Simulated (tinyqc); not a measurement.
# Worked calculation: planar ballistic transistor, top-of-the-barrier model

tinyqc, about 0.01 s, one thread, Intel Xeon 2.30GHz (shared host): `OMP_NUM_THREADS=1 python tinyqc.py 2400001 2400002 out.jsonl` Printed values are rounded.

At the top of the source barrier, states moving towards the drain are filled by the source (Fermi level 0) and states moving back by the drain (Fermi level -q Vd); nothing scatters. U is the shift of the band edge there, set by the capacitances CG, CD and CS (the total) and by the charge. Parabolic two-dimensional band; the source is grounded.

Parameters, values chosen for the exercise; mass and valleys close to those of a monolayer dichalcogenide: temperature T = 250 K; effective mass m = 0.476 m0; valley degeneracy gv = 2; relative permittivity of the gate insulator eox = 22; insulator thickness tox = 3 nm; gate control CG/CS aG = 0.86; drain control CD/CS aD = 0.03; band edge at the barrier top above the source Fermi level at zero bias E0 = 0.25 eV; gate voltage Vg = 0.4 V; drain voltage Vd = 0.2 V.

Constants: q = 1.602176634e-19 C, kB = 1.380649e-23 J/K, hbar = 1.054571817e-34 J s, m0 = 9.1093837015e-31 kg, Vt = kB T/q, eps0 = 8.8541878128e-14 F/cm where lengths are in cm. Results are converted to the units shown.

## Density of states, capacitances and charge at zero bias

N0 = gv m kB T/(pi hbar^2), CG = eps0 eox/tox, vT = sqrt(2 kB T/(pi m)), CS = CG/aG, n0 = n at U = 0 and Vd = 0. eta1 = -(E0 + U)/Vt, eta2 = eta1 - Vd/Vt, n = (N0/2)[F_0(eta1) + F_0(eta2)], F_0(x) = ln(1 + exp x). UL = -(aG Vg + aD Vd).

N0 = 8.56736e12 cm^-2
CG = 6.49307 uF/cm^2
CS = 7.55008 uF/cm^2
n0 = 7.81748e7 cm^-2
UL = -0.35 eV

## Iteration 1: self-consistent potential at the barrier top

U at the start (U = UL) = -0.35 eV

eta1 = -(E0 + U)/Vt, eta2 = eta1 - Vd/Vt, n = (N0/2)[F_0(eta1) + F_0(eta2)], F_0(x) = ln(1 + exp x). U(out) = UL + q (n - n0)/CS. U(new) = U + 0.2 (U(out) - U).

eta1 = 4.64181
eta2 = -4.64181
n = 1.99662e13 cm^-2
U(out) = 0.0736944 eV
U after iteration 1 = -0.265261 eV

## Iteration 2: self-consistent potential at the barrier top

As before.

eta1 = 0.708392
eta2 = -8.57522
n = 4.75056e12 cm^-2
U(out) = -0.249192 eV
U after iteration 2 = -0.262047 eV

## Course of the iteration: self-consistent potential at the barrier top

Stop when U changes by less than 1e-9 eV, or after 90 iterations.

Course of the iteration:
```
iteration     U (eV)  |change| (eV)
1          -0.265261         0.0847
2          -0.262047        3.21e-3
3          -0.261248        7.99e-4
4          -0.261036        2.13e-4
5          -0.260978        5.77e-5
6          -0.260962        1.57e-5
7          -0.260958        4.29e-6
8          -0.260957        1.17e-6
9          -0.260956        3.19e-7
10         -0.260956        8.72e-8
11         -0.260956        2.38e-8
12         -0.260956        6.49e-9
13         -0.260956        1.77e-9
14         -0.260956       4.83e-10
```

Converged in 14 iterations. At the end each change is about 0.27 times the one before: linear convergence.

## Current, mean velocity and share of the gate voltage

converged U = -0.260956 eV

N0 = gv m kB T/(pi hbar^2), CG = eps0 eox/tox, vT = sqrt(2 kB T/(pi m)), CS = CG/aG, n0 = n at U = 0 and Vd = 0. eta1 = -(E0 + U)/Vt, eta2 = eta1 - Vd/Vt, n = (N0/2)[F_0(eta1) + F_0(eta2)], F_0(x) = ln(1 + exp x). I = q (N0/2) vT [F_(1/2)(eta1) - F_(1/2)(eta2)] per width, F_(1/2)(x) = (2/sqrt(pi)) int_0^infinity u^(1/2)/(1 + exp(u - x)) du. Mean velocity I/(q n). CQ = (q/Vt) dn/d(eta1); the band edge follows the gate as -dU/dVg = aG/(1 + CQ/CS).

eta1 = 0.508565
n = 4.19617e12 cm^-2
I = 549.212 uA/um
mean velocity = 8.16915e6 cm/s
CQ = 19.8991 uF/cm^2
-dU/dVg = 0.236549 eV/V

The carriers from the source are near degeneracy (eta1 = 0.509), and the mean velocity is 1.15 times vT = sqrt(2 kB T/(pi m)) = 7.12e6 cm/s.
